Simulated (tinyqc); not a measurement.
Inside a calculation. Method: plane-wave Kohn-Sham cycle with exchange-only LDA in a layered model solid. One step of it, computed by the program tinyqc.

Question. Iteration 2: Hamiltonian at one k. H(m,m') = (k + G_m)^2/2 delta + V(G_m - G_m'), with V(-G) = V(G).

A solid whose potential varies along x alone (atomic units):
```
parameter                      value
period a                   13.900000
cross-section of the cell  21.000000
electrons per cell                 2
grid points                       16
plane waves -n..n, n               3
k points                           2
V1 in V1 cos(2 pi x/a)     -0.690000
```

V(G_m), m = 0, 1, 2, ... (hartree): [-0.161083, -0.096037, 0.025795, 0.004773, 0.002464, 0.000881, -0.000046]

k = 0.250000 2 pi / a

Give: H.

Answer.

H (hartree), order -3, -2, -1, +0, +1, +2, +3:
$$\begin{pmatrix}
0.6115 & -0.0960 & 0.0258 & 0.0048 & 0.0025 & 0.0009 & 0.0000 \\
-0.0960 & 0.1518 & -0.0960 & 0.0258 & 0.0048 & 0.0025 & 0.0009 \\
0.0258 & -0.0960 & -0.1036 & -0.0960 & 0.0258 & 0.0048 & 0.0025 \\
0.0048 & 0.0258 & -0.0960 & -0.1547 & -0.0960 & 0.0258 & 0.0048 \\
0.0025 & 0.0048 & 0.0258 & -0.0960 & -0.0015 & -0.0960 & 0.0258 \\
0.0009 & 0.0025 & 0.0048 & 0.0258 & -0.0960 & 0.3561 & -0.0960 \\
0.0000 & 0.0009 & 0.0025 & 0.0048 & 0.0258 & -0.0960 & 0.9180
\end{pmatrix}$$
